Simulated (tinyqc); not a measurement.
# Double-gate transistor, scale length and short-channel effects: two studies

A body of thickness ts between two insulators of thickness ti and two tied gates. Below threshold the potential that source and drain add obeys Laplace's equation and vanishes on the gate. Its lowest mode decays along the channel as exp(-k y); k is the smallest positive root of the matching condition at the interface, and the scale length is Lambda = pi/k.

Parameters, values chosen for the exercise; permittivities: semiconductor close to that of silicon, insulator close to that of zirconium oxide:
- T = 325 K (temperature)
- eps_r = 11.5 (relative permittivity of the semiconductor)
- ei = 24.4 (relative permittivity of the insulator)
- ti = 3.6 nm (insulator thickness)
- ts = 14.1 nm (body thickness)
- L = 28 nm (channel length)
- Vbi = 0.91 V (potential of the source)
- sT = 0.43 V (potential of the barrier top at threshold)
- Vds = 0.8 V (drain voltage)

Constants: q = 1.602176634e-19 C, kB = 1.380649e-23 J/K, Vt = kB T/q. Results are converted to the units shown.

Each table varies one quantity; the others keep the values above.

## A higher permittivity at fixed equivalent oxide thickness

k is the smallest positive root of f(k) = ei cos(k ti) cos(k ts/2) - eps_r sin(k ti) sin(k ts/2). Along the channel psi(y) = s + a exp(y/l) + b exp(-y/l) with psi(0) = Vbi, psi(L) = Vbi + Vds and l = 1/k = Lambda/pi; with A = Vbi - s, B = A + Vds, x = exp(-L/l): a = (B - A x) x/(1 - x^2), b = (A - B x)/(1 - x^2). The minimum is s + 2 sqrt(a b), at y = (l/2) ln(b/a). The long-channel potential follows the gate as s = sT + (Vg - VTL)/m, and the threshold VT is the gate voltage at which the minimum equals sT. Swing = m Vt ln 10/g at threshold, g = d(minimum)/ds = 1 - (b x + a)/((1 + x) sqrt(a b)). DIBL = [VT(0.05 V) - VT(Vds)]/(Vds - 0.05 V). sT and Vbi are held fixed; m = 1. The equivalent oxide thickness 3.9 ti/ei is held at 0.58 nm, so ti = 0.58 ei/3.9 nm.

A higher permittivity at fixed equivalent oxide thickness:
```
ei	ti (nm)	Lambda (nm)	L/Lambda	DIBL (mV/V)	swing (mV/decade)
3.9	0.5800	17.43	1.606	73.94	78.00
5	0.7436	17.44	1.606	74.04	78.02
7.5	1.115	17.46	1.604	74.35	78.07
10	1.487	17.50	1.600	74.80	78.15
15	2.231	17.60	1.591	76.12	78.38
20	2.974	17.74	1.578	78.09	78.73
25	3.718	17.95	1.560	80.85	79.21
35	5.205	18.58	1.507	89.57	80.72
```

As ei goes from 3.9 to 35, Lambda rises from 17.4 to 18.6 nm, DIBL rises from 73.9 to 89.6 mV/V and the swing rises from 78.0 to 80.7 mV a decade. The ratio ei/ti is the same in every row, yet the insulator grows from 0.580 to 5.21 nm, and drain fields reach the channel sideways through it.

## Effect of the channel length

Same model as above.

The same in every row: Lambda (nm) = 17.886.

Effect of the channel length:
```
L (nm)	L/Lambda	VT - VTL at Vds = 0.05 V (mV)	VT - VTL at Vds (mV)	DIBL (mV/V)	swing (mV/decade)
20	1.1182	-254.53	-407.61	204.11	100.01
23	1.2859	-177.95	-283.48	140.72	89.446
28	1.5655	-103.17	-163.17	79.988	79.059
33	1.8450	-62.294	-97.973	47.572	73.331
40	2.2364	-31.950	-49.991	24.055	69.045
47	2.6277	-16.800	-26.207	12.543	66.890
57	3.1868	-6.8487	-10.660	5.0822	65.469
67	3.7459	-2.8234	-4.3907	2.0897	64.892
80	4.4728	-0.89804	-1.3959	0.66382	64.616
```

From L = 20 to 80 nm, DIBL falls from 204 to 0.664 mV/V and the swing falls from 100 to 64.6 mV a decade (long-channel value 64.5). Between the last two rows the threshold shift at Vds decays with a length of 11.3 nm, against 2 Lambda/pi = 11.4 nm for a shift that goes as exp(-pi L/(2 Lambda)). DIBL first drops below 100 mV/V at L = 28 nm among the rows, L/Lambda = 1.6. For L = 20 to 23 nm L is under 1.5 Lambda, where higher modes, left out of the one-mode potential, count.

tinyqc, about 0.01 s, one thread, Intel Xeon 2.30GHz (shared host): `OMP_NUM_THREADS=1 python tinyqc.py 2420035 2420036 out.jsonl`
